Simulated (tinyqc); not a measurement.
Pressure series at fixed power: global model of a low-pressure process discharge: electron temperature, density, ion flux and ion energy. Computed by tinyqc, a small Python program. Command: `OMP_NUM_THREADS=1 python tinyqc.py 3111712 3111713 out.jsonl plasma walk`. One thread of a shared host (Intel(R) Xeon(R) Processor @ 2.30GHz), about 0.01 s of CPU time with the checks.

Maxwellian electrons with temperature T_e in eV, one positive ion, no negative ions, uniform bulk density n; rate constants have the Arrhenius form.

Inputs (values chosen for the exercise, of the order of those of an inductive discharge in a simple atomic gas):

| quantity | value | unit |
|---|---|---|
| ion mass M | 40 | u |
| ionisation prefactor K0 | 2.7e-14 | m^3/s |
| ionisation energy E_iz | 16.9 | eV |
| excitation prefactor X0 | 2.1e-14 | m^3/s |
| excitation energy E_ex | 11.1 | eV |
| elastic rate constant K_el | 1.9e-13 | m^3/s |
| ion-neutral cross section | 1e-18 | m^2 |
| gas temperature T_g | 300 | K |
| radius R | 19 | cm |
| height L | 12 | cm |
| absorbed power P | 1400 | W |

Constants: k_B = 1.380649e-23 J/K; e = 1.602176634e-19 C; u = 1.6605390666e-27 kg; m_0 = 9.1093837015e-31 kg.

Method:
- n_g = p/(k_B T_g), lambda_i = 1/(n_g sigma), K_iz = K0 exp(-E_iz/T_e), h_L = 0.86/sqrt(3 + L/(2 lambda_i)), h_R = 0.8/sqrt(4 + R/lambda_i), A_eff = 2 pi R^2 h_L + 2 pi R L h_R and d_eff = pi R^2 L/A_eff follow p.
- Particle balance: K0 exp(-E_iz/T_e) n_g d_eff = u_B, u_B = sqrt(e T_e/M).
- E_c = E_iz + (X0 exp(-E_ex/T_e) E_ex + K_el (3 m_0/M) T_e)/K_iz; E_T = E_c + (5/2) T_e + (T_e/2) ln(M/(2 pi m_0)); n = P/(e u_B A_eff E_T); J = e h_L n u_B. Pressures without a root below 2 E_iz are left out.

Against pressure:

| p (Pa) | T_e (eV) | E_c (eV) | E_T (eV) | n (1/cm^3) | J (mA/cm^2) |
|---|---|---|---|---|---|
| 0.1 | 5.8537 | 40.18 | 82.21 | 2.1495e+11 | 5.2765 |
| 0.2 | 4.3427 | 49.79 | 80.97 | 2.9799e+11 | 5.4722 |
| 0.5 | 3.2150 | 69.52 | 92.60 | 4.0810e+11 | 4.8927 |
| 1.0 | 2.6741 | 92.87 | 112.06 | 4.8828e+11 | 4.0862 |
| 2.0 | 2.2838 | 127.41 | 143.81 | 5.6023e+11 | 3.2042 |
| 5.0 | 1.9121 | 199.99 | 213.72 | 6.3540e+11 | 2.1649 |
| 10.0 | 1.7023 | 287.53 | 299.75 | 6.7319e+11 | 1.5458 |
| 20.0 | 1.5343 | 422.27 | 433.28 | 6.9073e+11 | 1.0702 |

T_e falls from 5.85 to 1.53 eV, n changes by a factor 3.2 and J by 0.20; in J = P h_L/(A_eff E_T), E_T changes by a factor 5.27 and is least at 0.2 Pa, between wall losses at high T_e and excitation losses at low T_e.

Extremes, crossings and ranges named in words are read from the listed rows.
